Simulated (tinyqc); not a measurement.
Interdiffusion of a quantum well during annealing: blurred potential and shift of the confined levels: one step, computed by the program tinyqc.

A square well of width w is blurred by Fick diffusion with a constant coefficient; band offsets are linear in composition, masses are uniform, and strain and excitons are ignored.

Question. Diffusion length. D = D0 exp(-E/(k_B T)); L = sqrt(D t); share of well material at the centre erf(w/(4L)); 1 nm = 1e-7 cm. Temperatures in kelvin are T(C) + 273.15.

Inputs (values chosen for the exercise, modelled on InGaAs in GaAs):
```
quantity,value,unit
well width w,9.6,nm
prefactor D0,4.7,cm^2/s
activation energy E,3.32,eV
anneal temperature T,790,C
anneal time t,46,s
```

Constants: k_B = 8.617333262e-05 eV/K.

Give: diffusivity D; diffusion length L; ratio L/w; share at the centre.

Answer.

diffusivity D = 8.588e-16 cm^2/s

diffusion length L = 1.988 nm

ratio L/w = 0.2070

share at the centre = 0.9123
